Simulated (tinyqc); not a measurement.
Length of a molecular wire: coherent transport through a tight-binding bridge. Computed by the program tinyqc. T = Gamma_L Gamma_R |G_1n|^2 with the self-energies of semi-infinite chains.

A uniform bridge between two chains:
```
parameter                       value
site energy (eV)             0.090000
hopping in the bridge (eV)   1.260000
lead hopping (eV)            1.650000
couplings (eV)              0.67, 0.7
E (eV)                       0.480000
```

Transmission against length:
```
sites           T     ln T
2      2.0701e-01  -1.5750
3      4.2941e-01  -0.8453
4      2.8070e-01  -1.2705
5      2.6917e-01  -1.3124
6      4.5646e-01  -0.7843
8      8.1396e-01  -0.2058
9      1.8027e-01  -1.7133
10     9.6548e-01  -0.0351
```

Estimate the missing row, sites = 7.

Computed row:
```
sites           T     ln T
7      2.0240e-01  -1.5975
```

E lies inside the band of the bridge (|E - e|/2h = 0.155 < 1): T does not decay but oscillates with length, between 0.180 and 0.965 here, as levels of the bridge pass E.
